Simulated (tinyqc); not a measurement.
Which substrate gives the strongest standing wave: standing waves and exposure in a photoresist film.

Inputs chosen for the exercise: lam = 193 nm (vacuum wavelength); n1 = 1.701 (resist index); A = 0.14 1/micrometre (bleachable absorption (Dill A)); B = 1.02 1/micrometre (fixed absorption (Dill B)).

r12 = (N1 - Ns)/(N1 + Ns) with N1 = n1 + i (A + B) lam/(4 pi), lam in micrometres, and Ns = ns + i ks chosen for the exercise, each substrate thick; contrast 2|r|/(1 + |r|^2); the intensity at the interface relative to the forward wave is |1 + r12|^2.

Results:
```
case           ns     ks  |r12|^2  contrast  phase (degrees)  |1 + r12|^2
near Cu     0.951  1.387   0.2706     0.819            -89.2        1.285
near Al     0.109  2.221   0.8914     0.998           -105.2        1.397
near Si     0.874  2.759   0.5716     0.962           -120.4        0.807
near SiO2   1.538  0.000   0.0026     0.101              5.9        1.103
near Si3N4  2.676  0.256   0.0524     0.435           -169.9        0.602
```

What does the comparison show?

The strongest reflector is the case near Al (0.891) and the weakest near SiO2 (0.0026). The intensity at the interface depends on the phase too: it is lowest for the case near Si3N4 (0.602, phase -170 degrees) and highest for near Al (1.397); a strong reflector with a phase of 180 degrees would put a node there.

Computed by tinyqc, a small Python program: `OMP_NUM_THREADS=1 python tinyqc.py 1682014 1682015 out.jsonl` (the numbers bound the seed that draws the inputs); one thread of a shared host (Intel(R) Xeon(R) Processor @ 2.30GHz), about 0.01 s for the whole set of steps.
